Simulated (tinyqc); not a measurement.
Worked calculation: Deal-Grove kinetics of thermal oxidation of silicon. Computed by tinyqc, a small Python program that keeps every step. Command: `OMP_NUM_THREADS=1 python tinyqc.py 3020977 3020978 out.jsonl oxide walk`. One thread of a shared host (Intel(R) Xeon(R) Processor @ 2.30GHz), about 0.07 s of CPU time with the checks. Intermediate numbers are printed to about 6 digits and carried at full precision; extremes and crossings named in words are read from the listed rows.

Oxidant diffuses through the oxide and reacts at the interface, so that dx/dt = B/(A + 2x) for the oxide thickness x.

Inputs (values chosen for the exercise, close to those used for silicon):
```
quantity                       value    unit
prefactor B0                     661  um^2/h
activation energy E_B           1.24      eV
prefactor (B/A)0            5.95e+06    um/h
activation energy E_A              2      eV
temperature T                   1100       C
oxidant pressure p               0.5     atm
pressure exponent m of B/A      0.71       -
initial oxide x_i               0.05      um
time t                          0.28       h
temperature of step 2, T2       1000       C
time of step 2, t2              0.31       h
```

Ambient: dry oxygen. Surface: (111). Extension: second step.

Constants: k_B = 8.617333262e-05 eV/K.

## Rate constants

B = B0 p exp(-E_B/(k_B T)), B/A = (B/A)0 p^m exp(-E_A/(k_B T)), p in atm; A = B/(B/A). Temperatures in kelvin are T(C) + 273.15.

parabolic constant B = 0.00929147 um^2/h

linear constant B/A = 0.166082 um/h

length A = 0.0559450 um

Reaction at the interface limits growth while x is well below A/2 = 0.0280 um, diffusion once x is well above it.

## Thickness after the oxidation

tau = (x_i^2 + A x_i)/B and x = (A/2) [sqrt(1 + 4 B (t + tau)/A^2) - 1], the root of x^2 + A x = B (t + tau). Silicon consumed is 0.44 times the oxide grown; the rate is B/(A + 2x).

tau = 0.570120 h

oxide thickness x = 0.0652011 um

silicon consumed = 0.00668849 um

final growth rate = 0.0498611 um/h

2x/A = 2.33: reaction and diffusion both resist, diffusion with a share 2x/(A + 2x) = 0.70.

## Full law against its linear and parabolic limits

Linear limit x = (B/A)(t + tau); parabolic limit x = sqrt(B (t + tau)).

Thickness (um):
```
t (h)      full  linear limit  parabolic limit     2x/A
0.05   0.052924       0.10299         0.075907   1.8920
0.1    0.055746       0.11129         0.078908   1.9929
0.25   0.063693       0.13621         0.087293   2.2770
0.5    0.075591       0.17773         0.099715   2.7023
1      0.096008       0.26077         0.120784   3.4322
2      0.129071       0.42685         0.154532   4.6142
4      0.179983       0.75902         0.206066   6.4343
8      0.255597       1.42334         0.282186   9.1374
16     0.365402       2.75200         0.392378  13.0629
32     0.522851       5.40932         0.550113  18.6916
```

Both limits lie above the full result, since each drops one resistance. The linear law overshoots by 95 % in the first row and 930 % in the last, the parabolic law by 43 % and 5.2 %. The parabolic law is the better one in every row, as 2x/A stays above 1.24.

## A second oxidation in the same ambient

Step 2 starts from the thickness x of step 1, with B and A at T2: tau2 = (x^2 + A2 x)/B2 and x2 = (A2/2) [sqrt(1 + 4 B2 (t2 + tau2)/A2^2) - 1].

B2 = 0.00407960 um^2/h

A2 = 0.0926519 um

tau2 = 2.52284 h

thickness after both steps x2 = 0.0707337 um

## Two steps, the one at T2 first

First t2 at T2 from x_i, then t at T from the thickness reached.

thickness after t2 at T2 = 0.0563549 um

final thickness in this order = 0.0705807 um

The order changes the result by -0.22 %: ending with the larger A gives the thicker film, since A differs between the steps and the times are not simply additive.

Checks made by the program: closed form against Runge-Kutta integration of dx/dt (relative difference below 1e-10).
